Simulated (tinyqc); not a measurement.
Inside a calculation. Method: Pariser-Parr-Pople SCF with singles CI, for the molecule c1ccc2ccccc2c1 (SMILES; centres numbered as the heavy atoms are written). Computed by tinyqc, a small Python program that keeps every step. Settings: charge = 0, gamma = MN, start = huckel, damping = 0, iteration cap = 70, excitations kept = 6. Command: `OMP_NUM_THREADS=1 python tinyqc.py 23852 23853 out.jsonl` (the two numbers bound the seeds that draw the settings). One thread of a shared host (Intel(R) Xeon(R) Processor @ 2.60GHz), about 0.01 s of CPU time with the checks. Later iterations appear only in the table of the cycle.

## PPP integrals

Centres (angstrom, eV; a flat drawing with bonds scaled to 1.40 angstrom):
```
centre          x          y  core charge z          W   gamma_rr
1C       2.425000  -0.700000              1  11.160000  11.130000
2C       2.425000   0.700000              1  11.160000  11.130000
3C       1.212000   1.400000              1  11.160000  11.130000
4C       0.000000   0.700000              1  11.160000  11.130000
5C      -1.212000   1.400000              1  11.160000  11.130000
6C      -2.425000   0.700000              1  11.160000  11.130000
7C      -2.425000  -0.700000              1  11.160000  11.130000
8C      -1.212000  -1.400000              1  11.160000  11.130000
9C       0.000000  -0.700000              1  11.160000  11.130000
10C      1.212000  -1.400000              1  11.160000  11.130000
```

Resonance integrals (eV):
```
i    j       beta
1    2  -2.390000
2    3  -2.390000
3    4  -2.390000
4    5  -2.390000
5    6  -2.390000
6    7  -2.390000
7    8  -2.390000
8    9  -2.390000
9   10  -2.390000
10   1  -2.390000
9    4  -2.390000
```

Mataga-Nishimoto: gamma = 14.399645/(R + a), a = 2 x 14.399645/(gamma_rr + gamma_ss); H_rr = -W_r - sum_(s != r) z_s gamma_rs; H_rs = beta for bonds.

repulsion gamma_rs (eV):
```
            1C         2C         3C         4C         5C         6C         7C         8C
1C   11.130000   5.345539   3.871994   3.517359   2.621214   2.270597   2.343780   2.881359
2C    5.345539  11.130000   5.344569   3.872154   2.881359   2.343780   2.270597   2.621214
3C    3.871994   5.344569  11.130000   5.346287   3.873196   2.881359   2.621214   2.881514
4C    3.517359   3.872154   5.346287  11.130000   5.346287   3.872154   3.517359   3.872515
5C    2.621214   2.881359   3.873196   5.346287  11.130000   5.344569   3.871994   3.517455
6C    2.270597   2.343780   2.881359   3.872154   5.344569  11.130000   5.345539   3.871994
7C    2.343780   2.270597   2.621214   3.517359   3.871994   5.345539  11.130000   5.344569
8C    2.881359   2.621214   2.881514   3.872515   3.517455   3.871994   5.344569  11.130000
9C    3.872154   3.517359   3.872515   5.345539   3.872515   3.517359   3.872154   5.346287
10C   5.344569   3.871994   3.517455   3.872515   2.881514   2.621214   2.881359   3.873196

            9C        10C
1C    3.872154   5.344569
2C    3.517359   3.871994
3C    3.872515   3.517455
4C    5.345539   3.872515
5C    3.872515   2.881514
6C    3.517359   2.621214
7C    3.872154   2.881359
8C    5.346287   3.873196
9C   11.130000   5.346287
10C   5.346287  11.130000
```

core matrix H (eV):
```
             1C          2C          3C          4C          5C          6C          7C          8C
1C   -43.228564   -2.390000    0.000000    0.000000    0.000000    0.000000    0.000000    0.000000
2C    -2.390000  -43.228564   -2.390000    0.000000    0.000000    0.000000    0.000000    0.000000
3C     0.000000   -2.390000  -45.370102   -2.390000    0.000000    0.000000    0.000000    0.000000
4C     0.000000    0.000000   -2.390000  -49.722169   -2.390000    0.000000    0.000000    0.000000
5C     0.000000    0.000000    0.000000   -2.390000  -45.370102   -2.390000    0.000000    0.000000
6C     0.000000    0.000000    0.000000    0.000000   -2.390000  -43.228564   -2.390000    0.000000
7C     0.000000    0.000000    0.000000    0.000000    0.000000   -2.390000  -43.228564   -2.390000
8C     0.000000    0.000000    0.000000    0.000000    0.000000    0.000000   -2.390000  -45.370102
9C     0.000000    0.000000    0.000000   -2.390000    0.000000    0.000000    0.000000   -2.390000
10C   -2.390000    0.000000    0.000000    0.000000    0.000000    0.000000    0.000000    0.000000

             9C         10C
1C     0.000000   -2.390000
2C     0.000000    0.000000
3C     0.000000    0.000000
4C    -2.390000    0.000000
5C     0.000000    0.000000
6C     0.000000    0.000000
7C     0.000000    0.000000
8C    -2.390000    0.000000
9C   -49.722169   -2.390000
10C   -2.390000  -45.370102
```

## Starting guess

pi electrons, sum of z_r less the charge = 10

Orbitals of the Hueckel matrix of the beta values.

P at the start:
```
            1C         2C         3C         4C         5C         6C         7C         8C
1C    1.000000   0.603165   0.000000  -0.240883   0.000000   0.155952   0.000000  -0.169863
2C    0.603165   1.000000   0.724564   0.000000  -0.169863   0.000000   0.155952   0.000000
3C    0.000000   0.724564   1.000000   0.554700   0.000000  -0.169863   0.000000   0.084932
4C   -0.240883   0.000000   0.554700   1.000000   0.554700   0.000000  -0.240883   0.000000
5C    0.000000  -0.169863   0.000000   0.554700   1.000000   0.724564   0.000000  -0.362282
6C    0.155952   0.000000  -0.169863   0.000000   0.724564   1.000000   0.603165   0.000000
7C    0.000000   0.155952   0.000000  -0.240883   0.000000   0.603165   1.000000   0.724564
8C   -0.169863   0.000000   0.084932   0.000000  -0.362282   0.000000   0.724564   1.000000
9C    0.000000  -0.240883   0.000000   0.518233   0.000000  -0.240883   0.000000   0.554700
10C   0.724564   0.000000  -0.362282   0.000000   0.084932   0.000000  -0.169863   0.000000

            9C        10C
1C    0.000000   0.724564
2C   -0.240883   0.000000
3C    0.000000  -0.362282
4C    0.518233   0.000000
5C    0.000000   0.084932
6C   -0.240883   0.000000
7C    0.000000  -0.169863
8C    0.554700   0.000000
9C    1.000000   0.554700
10C   0.554700   1.000000
```

## Iteration 1: Fock matrix

F_rr = H_rr + P_rr gamma_rr / 2 + sum_(s != r) P_ss gamma_rs; F_rs = H_rs - P_rs gamma_rs / 2; E = tr P (H + F) / 2 + core repulsion sum_(r<s) z_r z_s gamma_rs.

F (eV):
```
            1C         2C         3C         4C         5C         6C         7C         8C
1C   -5.595000  -4.002121   0.000000   0.423636   0.000000  -0.177052   0.000000   0.244719
2C   -4.002121  -5.595000  -4.326240   0.000000   0.244719   0.000000  -0.177052   0.000000
3C    0.000000  -4.326240  -5.595000  -3.872793   0.000000   0.244719   0.000000  -0.122366
4C    0.423636   0.000000  -3.872793  -5.595000  -3.872793   0.000000   0.423636   0.000000
5C    0.000000   0.244719   0.000000  -3.872793  -5.595000  -4.326240   0.000000   0.637155
6C   -0.177052   0.000000   0.244719   0.000000  -4.326240  -5.595000  -4.002121   0.000000
7C    0.000000  -0.177052   0.000000   0.423636   0.000000  -4.002121  -5.595000  -4.326240
8C    0.244719   0.000000  -0.122366   0.000000   0.637155   0.000000  -4.326240  -5.595000
9C    0.000000   0.423636   0.000000  -3.775118   0.000000   0.423636   0.000000  -3.872793
10C  -4.326240   0.000000   0.637155   0.000000  -0.122366   0.000000   0.244719   0.000000

            9C        10C
1C    0.000000  -4.326240
2C    0.423636   0.000000
3C    0.000000   0.637155
4C   -3.775118   0.000000
5C    0.000000  -0.122366
6C    0.423636   0.000000
7C    0.000000   0.244719
8C   -3.872793   0.000000
9C   -5.595000  -3.872793
10C  -3.872793  -5.595000
```

pi energy = -129.154377 eV

## Iteration 1: orbitals and new P

Diagonalise F (the basis is taken as orthonormal) and form P = 2 sum c c over the lowest orbitals.

orbital energies (eV): -14.108278  -12.241314  -11.277723  -10.203947  -9.175765  -2.014235  -0.986053  0.087723  1.051314  2.918278

P after iteration 1:
```
            1C         2C         3C         4C         5C         6C         7C         8C
1C    1.000000   0.594911   0.000000  -0.246354   0.000000   0.146631   0.000000  -0.160270
2C    0.594911   1.000000   0.733624   0.000000  -0.160270   0.000000   0.146631   0.000000
3C    0.000000   0.733624   1.000000   0.546503   0.000000  -0.160270   0.000000   0.088185
4C   -0.246354   0.000000   0.546503   1.000000   0.546503   0.000000  -0.246354   0.000000
5C    0.000000  -0.160270   0.000000   0.546503   1.000000   0.733624   0.000000  -0.360094
6C    0.146631   0.000000  -0.160270   0.000000   0.733624   1.000000   0.594911   0.000000
7C    0.000000   0.146631   0.000000  -0.246354   0.000000   0.594911   1.000000   0.733624
8C   -0.160270   0.000000   0.088185   0.000000  -0.360094   0.000000   0.733624   1.000000
9C    0.000000  -0.246354   0.000000   0.530367   0.000000  -0.246354   0.000000   0.546503
10C   0.733624   0.000000  -0.360094   0.000000   0.088185   0.000000  -0.160270   0.000000

            9C        10C
1C    0.000000   0.733624
2C   -0.246354   0.000000
3C    0.000000  -0.360094
4C    0.530367   0.000000
5C    0.000000   0.088185
6C   -0.246354   0.000000
7C    0.000000  -0.160270
8C    0.546503   0.000000
9C    1.000000   0.546503
10C   0.546503   1.000000
```

## Iteration 2: Fock matrix

As before.

F (eV):
```
            1C         2C         3C         4C         5C         6C         7C         8C
1C   -5.595000  -3.980059   0.000000   0.433257   0.000000  -0.166470   0.000000   0.230897
2C   -3.980059  -5.595000  -4.350452   0.000000   0.230897   0.000000  -0.166470   0.000000
3C    0.000000  -4.350452  -5.595000  -3.850880   0.000000   0.230897   0.000000  -0.127054
4C    0.433257   0.000000  -3.850880  -5.595000  -3.850880   0.000000   0.433257   0.000000
5C    0.000000   0.230897   0.000000  -3.850880  -5.595000  -4.350452   0.000000   0.633308
6C   -0.166470   0.000000   0.230897   0.000000  -4.350452  -5.595000  -3.980059   0.000000
7C    0.000000  -0.166470   0.000000   0.433257   0.000000  -3.980059  -5.595000  -4.350452
8C    0.230897   0.000000  -0.127054   0.000000   0.633308   0.000000  -4.350452  -5.595000
9C    0.000000   0.433257   0.000000  -3.807549   0.000000   0.433257   0.000000  -3.850880
10C  -4.350452   0.000000   0.633308   0.000000  -0.127054   0.000000   0.230897   0.000000

            9C        10C
1C    0.000000  -4.350452
2C    0.433257   0.000000
3C    0.000000   0.633308
4C   -3.807549   0.000000
5C    0.000000  -0.127054
6C    0.433257   0.000000
7C    0.000000   0.230897
8C   -3.850880   0.000000
9C   -5.595000  -3.850880
10C  -3.850880  -5.595000
```

pi energy = -129.165955 eV

## Iteration 2: orbitals and new P

As before.

orbital energies (eV): -14.106917  -12.242064  -11.271848  -10.207756  -9.188836  -2.001164  -0.982244  0.081848  1.052064  2.916917

P after iteration 2:
```
            1C         2C         3C         4C         5C         6C         7C         8C
1C    1.000000   0.590565   0.000000  -0.248007   0.000000   0.143930   0.000000  -0.156883
2C    0.590565   1.000000   0.737832   0.000000  -0.156883   0.000000   0.143930   0.000000
3C    0.000000   0.737832   1.000000   0.542662   0.000000  -0.156883   0.000000   0.087733
4C   -0.248007   0.000000   0.542662   1.000000   0.542662   0.000000  -0.248007   0.000000
5C    0.000000  -0.156883   0.000000   0.542662   1.000000   0.737832   0.000000  -0.358903
6C    0.143930   0.000000  -0.156883   0.000000   0.737832   1.000000   0.590565   0.000000
7C    0.000000   0.143930   0.000000  -0.248007   0.000000   0.590565   1.000000   0.737832
8C   -0.156883   0.000000   0.087733   0.000000  -0.358903   0.000000   0.737832   1.000000
9C    0.000000  -0.248007   0.000000   0.536675   0.000000  -0.248007   0.000000   0.542662
10C   0.737832   0.000000  -0.358903   0.000000   0.087733   0.000000  -0.156883   0.000000

            9C        10C
1C    0.000000   0.737832
2C   -0.248007   0.000000
3C    0.000000  -0.358903
4C    0.536675   0.000000
5C    0.000000   0.087733
6C   -0.248007   0.000000
7C    0.000000  -0.156883
8C    0.542662   0.000000
9C    1.000000   0.542662
10C   0.542662   1.000000
```

## Iteration 3: Fock matrix

As before.

F (eV):
```
            1C         2C         3C         4C         5C         6C         7C         8C
1C   -5.595000  -3.968445   0.000000   0.436165   0.000000  -0.163403   0.000000   0.226019
2C   -3.968445  -5.595000  -4.361698   0.000000   0.226019   0.000000  -0.163403   0.000000
3C    0.000000  -4.361698  -5.595000  -3.840614   0.000000   0.226019   0.000000  -0.126401
4C    0.436165   0.000000  -3.840614  -5.595000  -3.840614   0.000000   0.436165   0.000000
5C    0.000000   0.226019   0.000000  -3.840614  -5.595000  -4.361698   0.000000   0.631213
6C   -0.163403   0.000000   0.226019   0.000000  -4.361698  -5.595000  -3.968445   0.000000
7C    0.000000  -0.163403   0.000000   0.436165   0.000000  -3.968445  -5.595000  -4.361698
8C    0.226019   0.000000  -0.126401   0.000000   0.631213   0.000000  -4.361698  -5.595000
9C    0.000000   0.436165   0.000000  -3.824409   0.000000   0.436165   0.000000  -3.840614
10C  -4.361698   0.000000   0.631213   0.000000  -0.126401   0.000000   0.226019   0.000000

            9C        10C
1C    0.000000  -4.361698
2C    0.436165   0.000000
3C    0.000000   0.631213
4C   -3.824409   0.000000
5C    0.000000  -0.126401
6C    0.436165   0.000000
7C    0.000000   0.226019
8C   -3.840614   0.000000
9C   -5.595000  -3.840614
10C  -3.840614  -5.595000
```

pi energy = -129.168070 eV

## Iteration 3: orbitals and new P

As before.

orbital energies (eV): -14.106567  -12.242346  -11.268714  -10.208594  -9.194918  -1.995082  -0.981406  0.078714  1.052346  2.916567

P after iteration 3:
```
            1C         2C         3C         4C         5C         6C         7C         8C
1C    1.000000   0.588355   0.000000  -0.248588   0.000000   0.143099   0.000000  -0.155562
2C    0.588355   1.000000   0.739841   0.000000  -0.155562   0.000000   0.143099   0.000000
3C    0.000000   0.739841   1.000000   0.540858   0.000000  -0.155562   0.000000   0.087015
4C   -0.248588   0.000000   0.540858   1.000000   0.540858   0.000000  -0.248588   0.000000
5C    0.000000  -0.155562   0.000000   0.540858   1.000000   0.739841   0.000000  -0.358241
6C    0.143099   0.000000  -0.155562   0.000000   0.739841   1.000000   0.588355   0.000000
7C    0.000000   0.143099   0.000000  -0.248588   0.000000   0.588355   1.000000   0.739841
8C   -0.155562   0.000000   0.087015   0.000000  -0.358241   0.000000   0.739841   1.000000
9C    0.000000  -0.248588   0.000000   0.539772   0.000000  -0.248588   0.000000   0.540858
10C   0.739841   0.000000  -0.358241   0.000000   0.087015   0.000000  -0.155562   0.000000

            9C        10C
1C    0.000000   0.739841
2C   -0.248588   0.000000
3C    0.000000  -0.358241
4C    0.539772   0.000000
5C    0.000000   0.087015
6C   -0.248588   0.000000
7C    0.000000  -0.155562
8C    0.540858   0.000000
9C    1.000000   0.540858
10C   0.540858   1.000000
```

## Convergence

Stop when output and input P, before any damping, agree to 1e-7.

Course of the cycle:
```
iteration         E (eV)  largest |P(out) - P(in)|
1          -129.15437711                  1.21e-02
2          -129.16595506                  6.31e-03
3          -129.16807012                  3.10e-03
4          -129.16852625                  1.49e-03
5          -129.16863015                  7.12e-04
6          -129.16865422                  3.40e-04
7          -129.16865983                  1.63e-04
8          -129.16866114                  7.81e-05
9          -129.16866144                  3.75e-05
10         -129.16866152                  1.81e-05
11         -129.16866153                  8.70e-06
12         -129.16866154                  4.20e-06
13         -129.16866154                  2.03e-06
14         -129.16866154                  9.78e-07
15         -129.16866154                  4.73e-07
16         -129.16866154                  2.28e-07
17         -129.16866154                  1.10e-07
18         -129.16866154                  5.34e-08
```

Converged in 18 iterations.

## Converged orbitals

Charges are z - P_rr.

orbital energies (eV): -14.106441  -12.242579  -11.265853  -10.208624  -9.200497  -1.989503  -0.981376  0.075853  1.052579  2.916441

coefficients:
```
          MO1        MO2        MO3        MO4        MO5        MO6        MO7        MO8
1C   0.240185   0.424782  -0.184107  -0.398015  -0.263743  -0.263743   0.398015  -0.184107
2C   0.240185   0.424782   0.184107  -0.398015   0.263743  -0.263743  -0.398015  -0.184107
3C   0.301764   0.263743   0.398664  -0.002306   0.424782   0.424782   0.002306   0.398664
4C   0.449999   0.000000   0.338146   0.427969   0.000000   0.000000   0.427969  -0.338146
5C   0.301764  -0.263743   0.398664  -0.002306  -0.424782  -0.424782   0.002306   0.398664
6C   0.240185  -0.424782   0.184107  -0.398015  -0.263743   0.263743  -0.398015  -0.184107
7C   0.240185  -0.424782  -0.184107  -0.398015   0.263743   0.263743   0.398015  -0.184107
8C   0.301764  -0.263743  -0.398664  -0.002306   0.424782  -0.424782  -0.002306   0.398664
9C   0.449999   0.000000  -0.338146   0.427969   0.000000   0.000000  -0.427969  -0.338146
10C  0.301764   0.263743  -0.398664  -0.002306  -0.424782   0.424782  -0.002306   0.398664

           MO9       MO10
1C    0.424782  -0.240185
2C   -0.424782   0.240185
3C    0.263743  -0.301764
4C    0.000000   0.449999
5C   -0.263743  -0.301764
6C    0.424782   0.240185
7C   -0.424782  -0.240185
8C    0.263743   0.301764
9C    0.000000  -0.449999
10C  -0.263743   0.301764
```

pi charges: 1C 0.000000, 2C 0.000000, 3C 0.000000, 4C 0.000000, 5C 0.000000, 6C 0.000000, 7C 0.000000, 8C 0.000000, 9C 0.000000, 10C 0.000000

## Singles CI, singlets

Over the 6 single excitations with the smallest orbital gaps: A = (e_a - e_i) delta + 2 (ia|jb) - (ij|ab), with (pq|rs) = sum c_mp c_mq gamma_mn c_nr c_ns. f = 2/3 w |mu|^2 in atomic units, mu = sqrt2 sum c_ia sum_m c_mi c_ma R_m.

singlet CI matrix (eV):
```
          5>6        5>7        4>6       4>7       3>6       5>8
5>6  4.657450   0.000000   0.000000  0.486042  0.000000  0.000000
5>7  0.000000   5.050769  -0.786814  0.000000  0.000000  0.000000
4>6  0.000000  -0.786814   5.050769  0.000000  0.000000  0.000000
4>7  0.486042   0.000000   0.000000  6.406234  0.000000  0.000000
3>6  0.000000   0.000000   0.000000  0.000000  6.082661  0.205621
5>8  0.000000   0.000000   0.000000  0.000000  0.205621  6.082661
```

singlet excitation energies (eV): 4.263955  4.531443  5.837582  5.877040  6.288281  6.532241

oscillator strengths: 0.000000  0.298859  2.098416  0.000000  0.000000  0.889693

## Singles CI, triplets

Over the 6 single excitations with the smallest orbital gaps: A = (e_a - e_i) delta - (ij|ab), with (pq|rs) = sum c_mp c_mq gamma_mn c_nr c_ns.

triplet CI matrix (eV):
```
          5>6       5>7       4>6       4>7        3>6        5>8
5>6  2.537548  0.000000  0.000000  0.252763   0.000000   0.000000
5>7  0.000000  4.011192  0.252763  0.000000   0.000000   0.000000
4>6  0.000000  0.252763  4.011192  0.000000   0.000000   0.000000
4>7  0.252763  0.000000  0.000000  4.289362   0.000000   0.000000
3>6  0.000000  0.000000  0.000000  0.000000   4.615470  -1.261570
5>8  0.000000  0.000000  0.000000  0.000000  -1.261570   4.615470
```

triplet excitation energies (eV): 2.501807  3.353900  3.758430  4.263955  4.325103  5.877040
